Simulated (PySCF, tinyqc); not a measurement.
Worked calculation: CID on RHF in the 6-31g basis, for H2, spin multiplicity 1. The lowest restricted solution is unstable here: a spin-polarised one lies 0.0080 hartree lower (PySCF). Computed by tinyqc, a small Python program that keeps every step (integrals from PySCF). Settings: charge = 0, multiplicity = 1, basis = 6-31g, method = RHF, energy threshold = 1e-10, iteration cap = 58, orthogonalisation = symmetric, start = Wolfsberg-Helmholz matrix, DIIS depth = 6, ci = CID. Command: `OMP_NUM_THREADS=1 python tinyqc.py 29239 29240 out.jsonl` (the two numbers bound the seeds that draw the settings). One thread of a shared host (Intel(R) Xeon(R) Processor @ 2.60GHz), about 0.07 s of CPU time with the checks. The early iterations of the SCF are left out here.

## One-electron integrals

Geometry (angstrom):
```
atom,x,y,z
H,0.000000,0.000000,0.000000
H,0.000000,0.000000,1.366000
```

Basis 6-31g: exponents (1/bohr^2) and contraction coefficients of normalised primitives:
```
element,l (shell),exponent,coefficient
H,s (1),18.731137,0.033495
H,s (1),2.825394,0.234727
H,s (1),0.640122,0.813757
H,s (2),0.161278,1.000000
```

Overlap, kinetic and nuclear-attraction integrals over the contracted functions; the nuclear repulsion is the sum of Za Zb / Rab.

nuclear repulsion = 0.38739181 hartree

overlap S, lower triangle:
```
,1H 1s,1H 2s,2H 1s,2H 2s
1H 1s,1.000000
1H 2s,0.658292,1.000000
2H 1s,0.086741,0.274377,1.000000
2H 2s,0.274377,0.584304,0.658292,1.000000
```

kinetic energy T (hartree), lower triangle:
```
,1H 1s,1H 2s,2H 1s,2H 2s
1H 1s,1.395678
1H 2s,0.259735,0.241917
2H 1s,-0.049150,0.044872,1.395678
2H 2s,0.044872,0.090717,0.259735,0.241917
```

nuclear attraction V (hartree), lower triangle:
```
,1H 1s,1H 2s,2H 1s,2H 2s
1H 1s,-2.040613
1H 2s,-0.997083,-1.013467
2H 1s,-0.135067,-0.417023,-2.040613
2H 2s,-0.417023,-0.633889,-0.997083,-1.013467
```

core Hamiltonian H = T + V (hartree), lower triangle:
```
,1H 1s,1H 2s,2H 1s,2H 2s
1H 1s,-0.644935
1H 2s,-0.737348,-0.771551
2H 1s,-0.184217,-0.372151,-0.644935
2H 2s,-0.372151,-0.543172,-0.737348,-0.771551
```

## Two-electron integrals

Functions are numbered as in S; the eight-fold symmetry (ij|kl) = (ji|kl) = (kl|ij) leaves the list below.

Two-electron integrals (ij|kl) in chemists' order, unique and non-zero (hartree):
```
i,j,k,l,(ij|kl)
1,1,1,1,1.076566
2,1,1,1,0.578470
2,1,2,1,0.329423
2,2,1,1,0.587396
2,2,2,1,0.361304
2,2,2,2,0.453150
3,1,1,1,0.060151
3,1,2,1,0.036314
3,1,2,2,0.043499
3,1,3,1,0.006798
3,2,1,1,0.127088
3,2,2,1,0.081488
3,2,2,2,0.110905
3,2,3,1,0.017348
3,2,3,2,0.056361
3,3,1,1,0.386737
3,3,2,1,0.253226
3,3,2,2,0.364948
3,3,3,1,0.060151
3,3,3,2,0.229344
3,3,3,3,1.076566
4,1,1,1,0.229344
4,1,2,1,0.132109
4,1,2,2,0.147557
4,1,3,1,0.017348
4,1,3,2,0.040084
4,1,3,3,0.127088
4,1,4,1,0.056361
4,2,1,1,0.297751
4,2,2,1,0.186282
4,2,2,2,0.242861
4,2,3,1,0.029038
4,2,3,2,0.083292
4,2,3,3,0.297751
4,2,4,1,0.083292
4,2,4,2,0.154711
4,3,1,1,0.253226
4,3,2,1,0.164998
4,3,2,2,0.235518
4,3,3,1,0.036314
4,3,3,2,0.132109
4,3,3,3,0.578470
4,3,4,1,0.081488
4,3,4,2,0.186282
4,3,4,3,0.329423
4,4,1,1,0.364948
4,4,2,1,0.235518
4,4,2,2,0.332137
4,4,3,1,0.043499
4,4,3,2,0.147557
4,4,3,3,0.587396
4,4,4,1,0.110905
4,4,4,2,0.242861
4,4,4,3,0.361304
4,4,4,4,0.453150
```

## Orthogonalisation

S = U s U^T; symmetric (Loewdin) form X = U s^(-1/2) U^T, so that X^T S X = 1.

eigenvalues of S: 0.207003  0.370244  1.121952  2.300802

X, lower triangle:
```
,1H 1s,1H 2s,2H 1s,2H 2s
1H 1s,1.254131
1H 2s,-0.500789,1.468231
2H 1s,0.024053,0.025322,1.254131
2H 2s,0.025322,-0.443701,-0.500789,1.468231
```

## Iteration 5 (converged): orbitals

converged F (hartree), lower triangle:
```
,1H 1s,1H 2s,2H 1s,2H 2s
1H 1s,0.159112
1H 2s,-0.363028,-0.258870
2H 1s,-0.254644,-0.313256,0.159112
2H 2s,-0.313256,-0.310756,-0.363028,-0.258870
```

Diagonalise F' = X^T F X, C = X C', fill 1 alpha and 1 beta electrons from the bottom; D = 2 C_occ C_occ^T. Each column has its largest component positive (the first on a tie).

F' = X^T F X (hartree), lower triangle:
```
,1,2,3,4
1,0.620994
2,-0.576879,0.221846
3,-0.083842,-0.126088,0.620994
4,-0.126088,-0.182480,-0.576879,0.221846
```

orbital energies (hartree): MO1 -0.457469, MO2 0.079408, MO3 1.029753, MO4 1.033987

coefficients C:
```
,MO1,MO2,MO3,MO4
1H 1s,0.247095,0.206791,-0.923136,0.932124
1H 2s,0.397561,0.879219,1.092297,-0.692684
2H 1s,0.247095,-0.206791,0.923136,0.932124
2H 2s,0.397561,-0.879219,-1.092297,-0.692684
```

D after iteration 5, lower triangle:
```
,1H 1s,1H 2s,2H 1s,2H 2s
1H 1s,0.122112
1H 2s,0.196470,0.316109
2H 1s,0.122112,0.196470,0.122112
2H 2s,0.196470,0.316109,0.196470,0.316109
```

## Convergence

Stop when the energy changes by less than 1e-10 hartree and every element of the error matrix X^T (F D S - S D F) X is below 3e-06.

Course of the cycle:
```
iteration,E (hartree),change,largest element of the error matrix
1,-1.01773661,-,5.67e-02
2,-1.02275624,-5.02e-03,9.13e-03
3,-1.02288944,-1.33e-04,8.52e-06
4,-1.02288944,-9.67e-11,3.46e-06
5,-1.02288944,-1.16e-11,2.17e-06
```

PySCF RHF in the same basis = -1.02288944 hartree

Converged in 5 iterations.

## Integrals over molecular orbitals

(pq|rs) = sum C_ip C_jq C_kr C_ls (ij|kl), one index at a time.

one-electron integrals over orbitals h = C^T H C (hartree), lower triangle:
```
,1,2,3,4
1,-0.952812
2,0.000000,-0.658081
3,0.000000,0.165081,0.142777
4,-0.100345,0.000000,0.000000,0.163006
```

Two-electron integrals over orbitals (pq|rs), unique and non-zero (hartree):
```
p,q,r,s,(pq|rs)
1,1,1,1,0.495343
2,1,2,1,0.133792
2,2,1,1,0.435641
2,2,2,2,0.414533
3,1,2,1,-0.074147
3,1,3,1,0.084590
3,2,1,1,-0.119614
3,2,2,2,-0.086782
3,2,3,2,0.087061
3,3,1,1,0.485783
3,3,2,2,0.440668
3,3,3,2,-0.143391
3,3,3,3,0.531067
4,1,1,1,0.100346
4,1,2,2,0.080845
4,1,3,2,-0.078077
4,1,3,3,0.135545
4,1,4,1,0.078757
4,2,2,1,0.050186
4,2,3,1,-0.067573
4,2,4,2,0.057736
4,3,2,1,-0.151095
4,3,3,1,0.114559
4,3,4,2,-0.084623
4,3,4,3,0.209158
4,4,1,1,0.474869
4,4,2,2,0.426435
4,4,3,2,-0.133084
4,4,3,3,0.506621
4,4,4,1,0.118028
4,4,4,4,0.492958
```

## CID: determinants and Hamiltonian

Hartree-Fock energy = -1.02288944 hartree

Slater-Condon rules over spin orbitals, with the nuclear repulsion added and E(HF) subtracted on the diagonal.

Occupation strings over the orbitals (2 doubly, a alpha, b beta, 0 empty; spin orbitals ordered 1a 1b 2a 2b ...): 2000 0200 0ab0 0a0b 0ba0 0020 00ab 0b0a 00ba 0002

H - E(HF) between determinants (hartree), lower triangle:
```
,2000,0200,0ab0,0a0b,0ba0,0020,00ab,0b0a,00ba,0002
2000,0.000000
0200,0.133792,0.508653
0ab0,-0.074147,0.078299,1.335645
0a0b,0.000000,0.000000,0.000000,1.341642
0ba0,0.074147,-0.078299,-0.087061,0.000000,1.335645
0020,0.084590,0.087061,0.021690,0.000000,-0.021690,2.226902
00ab,0.000000,0.000000,0.000000,0.031997,0.000000,0.000000,2.222686
0b0a,0.000000,0.000000,0.000000,-0.057736,0.000000,0.000000,0.084623,1.341642
00ba,0.000000,0.000000,0.000000,0.084623,0.000000,0.000000,-0.209158,0.031997,2.222686
0002,0.078757,0.057736,-0.084623,0.000000,0.084623,0.209158,0.000000,0.000000,0.000000,2.229252
```

## CID: roots

Diagonalise (each vector has its largest component positive (the first on a tie)); all determinants have Ms = 0, so triplets appear too. The lowest singlet root is the correlation energy.

lowest roots of this matrix, relative to E(HF) (hartree): -0.047016  0.524876  1.248584  1.265719  1.396703  1.418878  2.031715  2.038141

lowest vectors:
```
,root 1,root 2,root 3,root 4
2000,0.965518,0.248435,0.000000,0.000000
0200,-0.243468,0.961576,0.000000,0.000000
0ab0,0.060893,-0.066168,0.707107,0.000000
0a0b,0.000000,0.000000,0.000000,0.698662
0ba0,-0.060893,0.066168,0.707107,0.000000
0020,-0.025888,-0.054447,0.000000,0.000000
00ab,0.000000,0.000000,0.000000,-0.108956
0b0a,0.000000,0.000000,0.000000,0.698662
00ba,0.000000,0.000000,0.000000,-0.108956
0002,-0.020325,-0.043943,0.000000,0.000000
```

<S^2> of these roots: 0.000000  0.000000  2.000000  2.000000  0.000000  0.000000  2.000000  0.000000

weight of the ground state by excitation level 0, 1, 2, ...: 0.932224  0.000000  0.067776
